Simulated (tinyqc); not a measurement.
# Offset from the accumulated charge

Question. Layer 1 (x < 0) accumulates electrons and layer 2 (x > 0) is depleted. Boltzmann statistics. Sheet densities from the first integral: Q1 = sqrt((2 eps0 eps_r Vt N1/q)(exp(u1) - u1 - 1)) extra electrons, Q2 = sqrt((2 eps0 eps_r Vt N2/q)(exp(-u2) + u2 - 1)) missing ones, u = V/Vt; neutrality Q1 = Q2 + si. V1 + V2 = dE + Vt ln[(N2/Nc2)/(N1/Nc1)]. Find V1, V2 and dE.

Inputs (values chosen for the exercise); values of the order of III-V alloys:
- T = 300 K (temperature)
- eps_r = 12.4 (relative permittivity of both layers)
- Nc1 = 7.8e17 cm^-3 (density of states of the narrow-gap layer 1)
- Nc2 = 1.4e18 cm^-3 (density of states of the wide-gap layer 2)
- N1 = 1.6e16 cm^-3 (donor density in layer 1)
- N2 = 6.9e16 cm^-3 (donor density in layer 2)
- si = 2.9e10 cm^-2 (fixed charge at the interface)

Constants: q = 1.602176634e-19 C, kB = 1.380649e-23 J/K, Vt = kB T/q, eps0 = 8.8541878128e-14 F/cm where lengths are in cm. Results are converted to the units shown.

Q1 = 2.2994987e11 cm^-2

Solution. Each sheet density rises steadily with its bending, so Q1 fixes V1 and Q2 = Q1 - si fixes V2.

V1 = 0.0661 V
V2 = 0.0666 V
dE = 0.110 eV

Numbers from tinyqc (`OMP_NUM_THREADS=1 python tinyqc.py 2410152 2410153 out.jsonl`; about 0.08 s on one thread of a shared Intel Xeon 2.30GHz).
